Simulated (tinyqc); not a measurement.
Off-state leakage of single and stacked transistors: one step of the calculation.

n-channel devices of unit width. Subthreshold current I(Vg, Vs, Vd) = I0 (T/300 K)^0.5 exp[(Vg - Vs - VT(T) - gb (Vs - Vb) + dd (Vd - Vs))/(nf Vt)] (1 - exp(-(Vd - Vs)/Vt)), VT(T) = VT - cT (T - 300 K). Gate-edge tunnelling Ig (Vd/1 V) exp(ag (Vd - 1 V)), for a gate at 0 V, and band-to-band leakage Ab u exp(-Bb/u), u = Vd - Vb + 1 V, flow at a drain held at V; both are taken as independent of T. In a stack of off transistors (all gates at 0 V) the same subthreshold current passes through each.

Problem. New Vx. Stack of two, Vx the node between them: I_low = I(0, 0, Vx), I_up = I(0, Vx, V), f = ln(I_up/I_low), f' = -(1 + gb + 2 dd)/(nf Vt) - 1/(Vt (exp(Vx/Vt) - 1)) - 1/(Vt (exp((V - Vx)/Vt) - 1)), Vx(new) = Vx - f/f'.

Inputs (values chosen for the exercise); values of the order met in bulk silicon logic transistors:
- T = 300 K (temperature)
- V = 0.9 V (supply voltage)
- VT = 0.47 V (threshold at 300 K, zero drain and body bias)
- cT = 0.9 mV/K (fall of the threshold with temperature)
- I0 = 0.45 uA/um (current at threshold at 300 K)
- nf = 1.35 (slope factor)
- dd = 0.05 (drain-induced lowering per volt)
- gb = 0.1 (rise of the threshold per volt of source-body bias)
- Vb = -0.3 V (body voltage)

Constants: q = 1.602176634e-19 C, kB = 1.380649e-23 J/K, Vt = kB T/q. Results are converted to the units shown.

Vx at the start = 0.037 V

Give: I_low; I_up; f; f'; Vx after iteration 1.

Solution.

I_low = 2.166e-4 nA/um
I_up = 2.896e-4 nA/um
f = 0.2903
f' = -46.53 1/V
Vx after iteration 1 = 0.04324 V

tinyqc, about 0.03 s, one thread, Intel Xeon 2.30GHz (shared host): `OMP_NUM_THREADS=1 python tinyqc.py 2242006 2242007 out.jsonl`
